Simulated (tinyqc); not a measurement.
Growth of a silicide layer between metal and silicon: linear-parabolic kinetics, ramp anneals and Kissinger analysis: one step, computed by the program tinyqc. Command: `OMP_NUM_THREADS=1 python tinyqc.py 3027517 3027518 out.jsonl silicide walk`. One thread of a shared host (Intel(R) Xeon(R) Processor @ 2.30GHz), about 0.1 s of CPU time with the checks.

One compound layer of thickness x grows by diffusion through itself and reaction at an interface, dx/dt = 1/(2x/K + 1/v), until the metal is used up at x = a h.

Task: Geometry at full reaction. Silicon consumed b h, sheet resistance rho/(final thickness) with 1 micro-ohm cm/nm = 10 ohm; margin to the junction x_j - b h.

Inputs (values chosen for the exercise, modelled on NiSi):

| quantity | value | unit |
|---|---|---|
| metal thickness h | 12 | nm |
| silicon consumed per metal thickness b | 1.83 | - |
| silicide resistivity | 17 | micro-ohm cm |
| junction depth x_j | 16 | nm |

final thickness = 26.4 nm

Give: silicon consumed; sheet resistance; margin to the junction.

Result:

silicon consumed = 21.96 nm

sheet resistance = 6.4394 ohm/square

margin to the junction = -5.96 nm

The silicide would punch through the junction.
